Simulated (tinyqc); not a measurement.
Inside a calculation. Method: Hueckel theory of the pi electrons, for the molecule Fc1cnc2[nH]cnc2n1 (SMILES; centres numbered as the heavy atoms are written). One step of it, computed by the program tinyqc.

Question. Orbitals. Diagonalise; E = alpha + x beta with beta < 0, so the largest x are filled first; degenerate levels share their electrons. P = sum n_i c_ri c_si; each orbital has its largest coefficient positive (the first on a tie).

Hueckel matrix in units of beta (H = alpha + beta A):
```
           1F        2C        3C        4N        5C        6N        7C        8N
1F   3.060000  0.710000  0.000000  0.000000  0.000000  0.000000  0.000000  0.000000
2C   0.710000  0.000000  1.000000  0.000000  0.000000  0.000000  0.000000  0.000000
3C   0.000000  1.000000  0.000000  1.000000  0.000000  0.000000  0.000000  0.000000
4N   0.000000  0.000000  1.000000  0.460000  1.000000  0.000000  0.000000  0.000000
5C   0.000000  0.000000  0.000000  1.000000  0.000000  0.810000  0.000000  0.000000
6N   0.000000  0.000000  0.000000  0.000000  0.810000  1.400000  0.810000  0.000000
7C   0.000000  0.000000  0.000000  0.000000  0.000000  0.810000  0.000000  1.000000
8N   0.000000  0.000000  0.000000  0.000000  0.000000  0.000000  1.000000  0.460000
9C   0.000000  0.000000  0.000000  0.000000  1.000000  0.000000  0.000000  1.000000
10N  0.000000  1.000000  0.000000  0.000000  0.000000  0.000000  0.000000  0.000000

           9C       10N
1F   0.000000  0.000000
2C   0.000000  1.000000
3C   0.000000  0.000000
4N   0.000000  0.000000
5C   1.000000  0.000000
6N   0.000000  0.000000
7C   0.000000  0.000000
8N   1.000000  0.000000
9C   0.000000  1.000000
10N  1.000000  0.460000
```

pi electrons, sum of z_r less the charge = 12

Give: x values; occupations; coefficients; charge and bond-order matrix P.

Answer.

x values: [3.2636, 2.5419, 1.7923, 1.5675, 0.9571, 0.7430, -0.6137, -1.0796, -1.3145, -2.0177]

occupations: [2.0000, 2.0000, 2.0000, 2.0000, 2.0000, 2.0000, 0.0000, 0.0000, 0.0000, 0.0000]

coefficients:
```
        MO1      MO2      MO3      MO4      MO5      MO6      MO7      MO8
1F   0.9463  -0.1559   0.1983  -0.0084  -0.1299  -0.0961   0.0465  -0.0768
2C   0.2714   0.1138  -0.3541   0.0176   0.3846   0.3138  -0.2407   0.4479
3C   0.0979   0.1553  -0.3497   0.3424  -0.0123   0.4588  -0.3654  -0.2113
4N   0.0479   0.2809  -0.2726   0.5191  -0.3964   0.0272   0.4650  -0.2198
5C   0.0366   0.4296  -0.0135   0.2325  -0.1847  -0.4511  -0.1339   0.5496
6N   0.0214   0.5130   0.5698   0.2531   0.4560  -0.0050  -0.1334  -0.3221
7C   0.0126   0.2937   0.2895  -0.1802  -0.0646   0.4552   0.4655   0.4364
8N   0.0238   0.3310   0.0573  -0.4874  -0.4312   0.3423  -0.1776  -0.2103
9C   0.0541   0.3954  -0.2132  -0.3597  -0.1497  -0.3583  -0.2748  -0.1127
10N  0.1161   0.2446  -0.4258  -0.3088   0.4726  -0.1574   0.4802  -0.2177

         MO9     MO10
1F    0.0640  -0.0499
2C   -0.3944   0.3567
3C    0.4770  -0.3323
4N   -0.2326   0.3138
5C   -0.0642  -0.4451
6N   -0.1043   0.0851
7C    0.4139   0.0862
8N   -0.4595  -0.2428
9C    0.4015   0.5154
10N  -0.0040  -0.3520
```

charge and bond-order matrix P:
```
          1F       2C       3C       4N       5C       6N       7C       8N
1F    1.9707   0.1773  -0.0927  -0.0160   0.0607  -0.0152  -0.0207   0.0188
2C    0.1773   0.9174   0.6266   0.0134  -0.2898   0.0813   0.0982  -0.0864
3C   -0.0927   0.6266   0.9677   0.6775  -0.1002  -0.0775   0.1871   0.0583
4N   -0.0160   0.0134   0.6775   1.1658   0.6155  -0.1194  -0.1027   0.0114
5C    0.0607  -0.2898  -0.1002   0.6155   0.9555   0.3807  -0.2252  -0.0916
6N   -0.0152   0.0813  -0.0775  -0.1194   0.3807   1.7206   0.4771  -0.2374
7C   -0.0207   0.0982   0.1871  -0.1027  -0.2252   0.4771   0.8281   0.7712
8N    0.0188  -0.0864   0.0583   0.0114  -0.0916  -0.2374   0.7712   1.3082
9C    0.0083  -0.0824  -0.2890   0.0694   0.5608  -0.1498  -0.0670   0.4743
10N  -0.1127   0.6741   0.0289  -0.3232   0.0539   0.0469  -0.1930  -0.0956

          9C      10N
1F    0.0083  -0.1127
2C   -0.0824   0.6741
3C   -0.2890   0.0289
4N    0.0694  -0.3232
5C    0.5608   0.0539
6N   -0.1498   0.0469
7C   -0.0670  -0.1930
8N    0.4743  -0.0956
9C    0.9697   0.5810
10N   0.5810   1.1963
```
